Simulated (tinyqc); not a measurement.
Long-channel MOSFET, surface-potential model: two steps of the calculation.

n-channel transistor on a uniformly doped p-type body, gradual-channel approximation, constant mobility, Boltzmann statistics, full ionisation. Potentials are counted from the neutral body; V is the electron quasi-Fermi potential, Vsb at the source and Vsb + Vds at the drain. Charges are magnitudes per area.

Parameters, values chosen for the exercise; material values those of a made-up semiconductor:

| symbol | value | unit | meaning |
|---|---|---|---|
| T | 300 | K | temperature |
| Vfb | -0.81 | V | flat-band voltage |
| Vsb | 0.3 | V | source-body reverse bias |
| Vgs | 0.37 | V | gate-source voltage |

Constants: q = 1.602176634e-19 C, kB = 1.380649e-23 J/K, Vt = kB T/q. Results are converted to the units shown.

Problem 1. Surface potential at the source by Newton steps. With V = Vsb: G = psi - Vt + Vt e, e = exp((psi - 2 phiF - Vsb)/Vt); f = Vgs + Vsb - Vfb - psi - gamma sqrt(G); f' = -1 - gamma (1 + e)/(2 sqrt(G)); psi(new) = psi - f/f'.

psi after iteration 1 = 1.1828998 V
phiF = 0.34442515 V
gamma = 0.093577031 V^0.5

Give: G; f; f'; psi after iteration 2.

Solution 1.

G = 48.19 V
f = -0.3525 V
f' = -13.27
psi after iteration 2 = 1.156 V

Problem 2. Inversion charge along the channel. The surface potential psi at channel potential V solves Vgs + Vsb - Vfb - psi = gamma sqrt(G), G = psi - Vt + Vt exp((psi - 2 phiF - V)/Vt). Charge sheet: Qi = Cox gamma [sqrt(G) - sqrt(psi - Vt)]. Pao-Sah: Qi = (Cox gamma/2) integral from 3 Vt to psi of exp((u - 2 phiF - V)/Vt)/sqrt(G(u, V)) du.

V, point 0 to 8 (V): [0.3, 0.4, 0.5, 0.6, 0.7, 0.8, 0.9, 1, 1.1]
phiF = 0.34442515 V
Cox = 0.50848336 uF/cm^2
gamma = 0.093577031 V^0.5

Wanted: psi; Qi, charge sheet; Qi, Pao-Sah.

Solution 2.

psi, point 0 to 8 (V): [1.147, 1.230, 1.304, 1.358, 1.371, 1.371, 1.371, 1.371, 1.371]
Qi, charge sheet, point 0 to 8 (nC/cm^2): [119.1, 75.17, 35.55, 7.208, 0.2647, 0.005650, 1.181e-4, 2.468e-6, 5.158e-8]
Qi, Pao-Sah, point 0 to 8 (nC/cm^2): [120.1, 75.80, 35.87, 7.278, 0.2673, 0.005706, 1.193e-4, 2.493e-6, 5.209e-8]

At the source the charge-sheet charge is 0.79 % below the Pao-Sah one.

Program tinyqc, `OMP_NUM_THREADS=1 python tinyqc.py 2360015 2360016 out.jsonl`; Intel Xeon 2.30GHz, shared host, one thread, about 0.03 s.
